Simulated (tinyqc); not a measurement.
From results back to parameters: Tamm state at the end of a one-band chain. Two cases, with inputs chosen for the exercise.

Problem. The end state of a chain with hopping -t and end-site shift D has E = D + t^2/D and weight 1 - (t/D)^2 on the end site. The values below come from hidden t and D.

Find: D, t.

Method. With (t/D)^2 = 1 - w, E = D (2 - w), which gives D, and t = |D| sqrt(1 - w).

Case 1.

E = -4.925589 eV
weight = 0.341552

Solution.

D, t (eV): -2.970  2.410

Case 2.

E = 2.659600 eV
weight = 0.817956

Solution.

D, t (eV): 2.250  0.960

Computed by tinyqc, one run a case: `OMP_NUM_THREADS=1 python tinyqc.py N N+1 out.jsonl` with N = 1452625, 1452673; one thread of a shared Intel(R) Xeon(R) Processor @ 2.30GHz, about 0.01 s a run at most.
